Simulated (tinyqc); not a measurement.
Exciton in an atomically thin sheet (Rytova-Keldysh potential): one step. Levels in the small basis. Three cases, with inputs chosen for the exercise.

Problem. Solve (T + V) u = E S u; give the two lowest levels and the ground vector with u S u = 1 and its largest component positive.

Case 1.

S:
```
[[1.0000000, 0.7708369, 0.4233375, 0.2071375],
 [0.7708369, 1.0000000, 0.7716958, 0.4237691],
 [0.4233375, 0.7716958, 1.0000000, 0.7713892],
 [0.2071375, 0.4237691, 0.7713892, 1.0000000]]
```

T (eV):
```
[[0.0161927, 0.0204333, 0.0130654, 0.0066355],
 [0.0204333, 0.0730311, 0.0922009, 0.0589804],
 [0.0130654, 0.0922009, 0.3282297, 0.4143156],
 [0.0066355, 0.0589804, 0.4143156, 1.4770337]]
```

V (eV):
```
[[-0.2151717, -0.2272468, -0.1789279, -0.1208668],
 [-0.2272468, -0.3387973, -0.3383656, -0.2491073],
 [-0.1789279, -0.3383656, -0.4910207, -0.4671462],
 [-0.1208668, -0.2491073, -0.4671462, -0.6639658]]
```

Case 2.

S:
```
[[1.0000000, 0.7718156, 0.4236775, 0.2073607, 0.0985140],
 [0.7718156, 1.0000000, 0.7711522, 0.4234265, 0.2070397],
 [0.4236775, 0.7711522, 1.0000000, 0.7714945, 0.4233375],
 [0.2073607, 0.4234265, 0.7714945, 1.0000000, 0.7710383],
 [0.0985140, 0.2070397, 0.4233375, 0.7710383, 1.0000000]]
```

T (eV):
```
[[0.0112143, 0.0141588, 0.0090550, 0.0046003, 0.0022041],
 [0.0141588, 0.0503766, 0.0635806, 0.0406550, 0.0206339],
 [0.0090550, 0.0635806, 0.2269136, 0.2864437, 0.1830897],
 [0.0046003, 0.0406550, 0.2864437, 1.0206732, 1.2881170],
 [0.0022041, 0.0206339, 0.1830897, 1.2881170, 4.5996003]]
```

V (eV):
```
[[-0.0951936, -0.1122776, -0.1033698, -0.0821491, -0.0588822],
 [-0.1122776, -0.1768758, -0.1986139, -0.1696434, -0.1240081],
 [-0.1033698, -0.1986139, -0.3050296, -0.3234822, -0.2559063],
 [-0.0821491, -0.1696434, -0.3234822, -0.4827130, -0.4837186],
 [-0.0588822, -0.1240081, -0.2559063, -0.4837186, -0.7037585]]
```

Case 3.

S:
```
[[1.0000000, 0.7717847, 0.4231524, 0.2072185],
 [0.7717847, 1.0000000, 0.7705108, 0.4231818],
 [0.4231524, 0.7705108, 1.0000000, 0.7718224],
 [0.2072185, 0.4231818, 0.7718224, 1.0000000]]
```

T (eV):
```
[[0.0159961, 0.0201958, 0.0129017, 0.0065574],
 [0.0201958, 0.0718663, 0.0906705, 0.0579676],
 [0.0129017, 0.0906705, 0.3245577, 0.4097789],
 [0.0065574, 0.0579676, 0.4097789, 1.4579336]]
```

V (eV):
```
[[-0.1421295, -0.1568932, -0.1307874, -0.0933748],
 [-0.1568932, -0.2386380, -0.2485243, -0.1923411],
 [-0.1307874, -0.2485243, -0.3682886, -0.3632839],
 [-0.0933748, -0.1923411, -0.3632839, -0.5241750]]
```

Give: levels; ground vector.

Solution.

Case 1.

levels (eV): [-0.2768, -0.0959]

ground vector: [0.091, 0.741, 0.220, 0.022]

Case 2.

levels (eV): [-0.1409, -0.0214]

ground vector: [0.086, 0.673, 0.290, 0.036, 0.006]

Case 3.

levels (eV): [-0.1746, -0.0356]

ground vector: [0.199, 0.702, 0.164, 0.021]

Computed by tinyqc, one run a case: `OMP_NUM_THREADS=1 python tinyqc.py N N+1 out.jsonl` with N = 1280261, 1280873, 1281174; one thread of a shared Intel(R) Xeon(R) Processor @ 2.30GHz, about 0.03 s a run at most.
